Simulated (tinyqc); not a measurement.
Input admittance of a MOSFET at zero drain bias: distributed channel and distributed gate: two steps of the calculation.

Source and drain grounded, strong inversion, w = 2 pi f, Cox = eps0 eox/tox. The channel is an RC line of resistance 1/(mu Cox Vo) per square fed from both ends, so one finger has the intrinsic admittance y = i w Cox L tanh(g)/g per width, g = (1/2) sqrt(i w tau), tau = L^2/(mu Vo). The vertical resistance rv/L is in series with y, the overlaps 2 i w Cov in parallel: y_t = 1/(1/y + rv/L) + 2 i w Cov. The gate strip is a line of Rsh/L per length loaded by y_t, so a finger has Y = y_t Wf tanh(k)/k, k = (Wf/sd) sqrt(y_t Rsh/L); the device has Nf Y.

Parameters, values chosen for the exercise; values of the order met in silicon radio-frequency transistors:
- eox = 3.9 (relative permittivity of the gate insulator (close to silicon dioxide))
- tox = 2.2 nm (insulator thickness)
- L = 0.28 um (channel length)
- Wf = 4.4 um (finger width)
- Nf = 1 (number of fingers)
- mu = 100 cm^2/(V s) (channel mobility)
- Vo = 0.35 V (gate overdrive)
- Rsh = 33 ohm/square (sheet resistance of the gate)
- rv = 6.9 ohm um^2 (vertical resistivity of the gate stack)
- sd = 2 (number of ends at which a finger is contacted)
- Cov = 0.2 fF/um (overlap and fringe capacitance on each side)
- f = 3.9 GHz (frequency)

Constants: eps0 = 8.8541878128e-14 F/cm where lengths are in cm. Results are converted to the units shown.

Problem 1. Low-frequency resistances and capacitance. Low-frequency limits, with c = Cox L and ct = c + 2 Cov: R_strip = Rsh Wf/(3 sd^2 L Nf), R_ch = (c/ct)^2 L/(12 mu Cox Vo Wf Nf), R_vert = (c/ct)^2 rv/(L Wf Nf), C = ct Wf Nf.

Find: parts; sum; C; 1/(2 pi R C).

Solution 1.

parts (ohm): strip 43.214, channel 81.097, vertical 4.7052
sum = 129.02 ohm
C = 21.098 fF
1/(2 pi R C) = 58.471 GHz

The channel term is the largest, 62.9 % of the sum.

Problem 2. Admittance of the channel and stack per width. tau, g, c = Cox L, y and y_t as defined.

Wanted: tau; g; c; y; y_t.

Solution 2.

tau = 22.400 ps
g = 0.26194+0.26194i
c = 4.3949 fF/um
y = 4.91+107.42i uS/um
y_t = 5.19+117.20i uS/um

w tau = 0.549, and Im y is 0.997 of w c.

Program tinyqc, `OMP_NUM_THREADS=1 python tinyqc.py 2262119 2262120 out.jsonl`; Intel Xeon 2.30GHz, shared host, one thread, about 0.01 s.
